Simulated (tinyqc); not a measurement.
Cluster expansion of a binary alloy: correlations, fit, cross-validation and ground states: one step, computed by the program tinyqc. Command: `OMP_NUM_THREADS=1 python tinyqc.py 3012254 3012255 out.jsonl clex walk`. One thread of a shared host (Intel(R) Xeon(R) Processor @ 2.30GHz), about 0.08 s of CPU time with the checks.

s = +1 for A and -1 for B. Energy per site E = J0 + J1 P(point) + sum over clusters of m V P, with P the mean product of spins; V > 0 on a pair favours unlike neighbours. Clusters per site m: pair 1 4, pair 2 3, pair 3 6, triplet 12; the triplet is two first-neighbour bonds closed by a second-neighbour bond. Formation energies are counted from the line between pure A and pure B, which removes J0 and J1.

Question. Formation energies. Exact: X V with V = (V1, V2, V3, Vt). The data to fit add the noise amplitude times the normal numbers, standing for what the clusters leave out.

Inputs (values chosen for the exercise, for a model alloy):

| quantity | value | unit |
|---|---|---|
| first-pair interaction V1 | 19.6 | meV |
| second-pair interaction V2 | -5.3 | meV |
| third-pair interaction V3 | -1.2 | meV |
| triplet interaction Vt | 2 | meV |
| noise amplitude | 5.8 | meV/site |

Lattice: bcc.

X:
```
                    pair 1    pair 2    pair 3    triplet
A                  0.00000   0.00000   0.00000    0.00000
A3B D0_3          -4.00000  -3.00000   0.00000  -12.00000
A3B (001) layers  -4.00000  -1.00000  -4.00000   -4.00000
A2B C11_b         -5.33333  -1.33333  -5.33333   -5.33333
AB B2             -8.00000   0.00000   0.00000    0.00000
AB B32            -4.00000  -6.00000   0.00000    0.00000
A2B2 B11          -4.00000  -2.00000  -8.00000    0.00000
AB (110) layers   -4.00000  -4.00000  -8.00000    0.00000
AB2 C11_b         -5.33333  -1.33333  -5.33333    5.33333
AB3 D0_3          -4.00000  -3.00000   0.00000   12.00000
AB3 (001) layers  -4.00000  -1.00000  -4.00000    4.00000
B                  0.00000   0.00000   0.00000    0.00000
```

standard normal numbers for the noise (0 for the pure ends): A 0.000, A3B D0_3 1.198, A3B (001) layers 0.585, A2B C11_b 2.025, AB B2 0.798, AB B32 0.055, A2B2 B11 1.021, AB (110) layers -0.406, AB2 C11_b 1.818, AB3 D0_3 -0.528, AB3 (001) layers -0.247, B 0.000

Give: exact energies; data.

Answer.

exact energies (meV/site): A 0.0, A3B D0_3 -86.5, A3B (001) layers -76.3, A2B C11_b -101.7, AB B2 -156.8, AB B32 -46.6, A2B2 B11 -58.2, AB (110) layers -47.6, AB2 C11_b -80.4, AB3 D0_3 -38.5, AB3 (001) layers -60.3, B 0.0

data (meV/site): A 0.0, A3B D0_3 -79.6, A3B (001) layers -72.9, A2B C11_b -90.0, AB B2 -152.2, AB B32 -46.3, A2B2 B11 -52.3, AB (110) layers -50.0, AB2 C11_b -69.9, AB3 D0_3 -41.6, AB3 (001) layers -61.7, B 0.0
